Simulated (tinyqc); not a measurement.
Comparisons within one model: quantum-confined Stark effect in a modulator well. A value that a table varies takes the place of the one given here.

Envelopes on cells of 0.5 angstrom over the well |z| < L/2 and 45 angstrom of barrier on each side, psi = 0 beyond, psi'/m continuous (mean mass between points), c = hbar^2/2m0. The electron sees + e F z and the hole - e F z, each with its offset in the barriers; 1 kV/cm = 1e-5 eV/angstrom. Light holes, band mixing and escape by tunnelling are left out.

Exciton: in-plane function exp(-rho/lam), 1/mu = 1/me + 1/mp, E(lam) = c/(mu lam^2) - (q/eps) times the integral over k of Fm(k)(1 + (k lam/2)^2)^(-3/2), Fm(k) the double integral of psi_e^2 psi_h^2 exp(-k |z - z'|), q = e^2/(4 pi eps0); binding Eb = -E at the minimum. Line at Eg + E_e + E_h - Eb, strength proportional to overlap^2/lam^2.

Constants: hbar^2/2m0 = 3.80998211 eV angstrom^2; e^2/(4 pi eps0) = 14.39964547 eV angstrom; hc = 1239.841984 eV nm.

Values chosen for the exercise (near those of an InGaAs well in InAlAs; the results hold for these values, not for the real material):
- L = 116 angstrom (well width)
- Vc = 0.532 eV (conduction offset)
- Vv = 0.186 eV (heavy-hole offset)
- me = 0.0411 m0 (electron, well)
- meb = 0.0757 m0 (electron, barrier)
- mh = 0.386 m0 (heavy hole along z, well)
- mhb = 0.409 m0 (heavy hole, barrier)
- Eg = 0.773 eV (gap of the well)
- mp = 0.111 m0 (heavy hole in the plane)
- eps = 13.9 (dielectric constant)
- Fs = (0, 24, 47, 71, 98, 126, 158) kV/cm (fields)
- Ls = (56, 74, 92, 112, 136, 164) angstrom (widths)
- F_L = 77 kV/cm (field for this table)
- F = 77 kV/cm (field)

## Raising the field

All quantities anew; shifts from zero field.

Results:

| F (kV/cm) | dE_e (meV) | dE_h (meV) | Eb (meV) | line shift (meV) | overlap^2 | relative strength |
|---|---|---|---|---|---|---|
| 0 | 0.00 | 0.00 | 5.25 | 0.00 | 0.986 | 1.000 |
| 24 | -0.35 | -1.81 | 5.12 | -2.03 | 0.868 | 0.845 |
| 47 | -1.34 | -6.20 | 4.88 | -7.18 | 0.671 | 0.604 |
| 71 | -3.04 | -12.45 | 4.65 | -14.88 | 0.496 | 0.411 |
| 98 | -5.72 | -20.71 | 4.43 | -25.61 | 0.352 | 0.269 |
| 126 | -9.32 | -30.22 | 4.24 | -38.53 | 0.248 | 0.176 |
| 158 | -14.36 | -41.92 | 4.06 | -55.09 | 0.167 | 0.110 |

What does this show, and why?

The line shift grows with exponent 1.88 in F at low field and 1.58 at the end, as the carriers come up against opposite walls and the dipole begins to saturate. The hole gives 84 % of the level shift in the second row and 74 % in the last. The largest shift is 10.5 times the zero-field binding, yet 77 % of the binding survives, since the walls stop the field from pulling the pair apart. Half the strength is gone between 47 and 71 kV/cm.

## Width of the well

Zero-field line, its shift at F_L and the relative strength.

Results:

| L (angstrom) | line at F = 0 (nm) | Eb (meV) | shift (meV) | relative strength | shift x strength (meV) |
|---|---|---|---|---|---|
| 56 | 1383.5 | 6.06 | -2.26 | 0.947 | 2.14 |
| 74 | 1448.4 | 5.78 | -4.94 | 0.837 | 4.14 |
| 92 | 1489.7 | 5.54 | -9.18 | 0.649 | 5.96 |
| 112 | 1519.8 | 5.29 | -15.62 | 0.416 | 6.50 |
| 136 | 1543.4 | 5.04 | -25.33 | 0.203 | 5.13 |
| 164 | 1561.1 | 4.78 | -38.94 | 0.070 | 2.72 |

What can be read from the table?

The shift grows with exponent 2.81 in L over the first two rows and 2.30 over the last two, against 4 for hard walls at second order; leakage lowers it in narrow wells and saturation in wide ones. The strength falls from 0.95 to 0.07, and the product of the two is largest at 112 angstrom.

## What each parameter does

Zero-field line, shift at F, overlap^2 and Eb at F. Each row changes one parameter from the base and keeps the others.

Results:

| case | line (nm) | shift (meV) | overlap^2 | Eb (meV) |
|---|---|---|---|---|
| base | 1524.5 | -17.10 | 0.460 | 4.59 |
| L = 106 angstrom | 1512.1 | -13.52 | 0.561 | 4.85 |
| F = 62 kV/cm | 1524.5 | -11.76 | 0.556 | 4.73 |
| Vc = 0.426 eV | 1528.4 | -17.47 | 0.450 | 4.56 |
| Vv = 0.232 eV | 1524.3 | -16.59 | 0.473 | 4.62 |
| me = 0.0473 m0 | 1531.1 | -17.14 | 0.446 | 4.89 |
| mh = 0.328 m0 | 1523.1 | -16.49 | 0.490 | 4.61 |
| eps = 12.5 | 1526.5 | -16.94 | 0.460 | 5.46 |

What can be read from the table?

The largest shifts from the base row, up to three for each result and ties (the steps differ in size, so this ranks the rows, not the parameters). line (nm): L -12.5, me +6.6, Vc +3.9; unchanged at the printed digits by F. shift (meV): F +5.34, L +3.58, mh +0.61. overlap^2: L +0.101, F +0.096, mh +0.030; unchanged at the printed digits by eps. Eb (meV): eps +0.87, me +0.29, L +0.26.

Program tinyqc; command `OMP_NUM_THREADS=1 python tinyqc.py 1250022 1250023 out.jsonl`; about 0.1 s on one thread of a shared Intel(R) Xeon(R) Processor @ 2.30GHz.
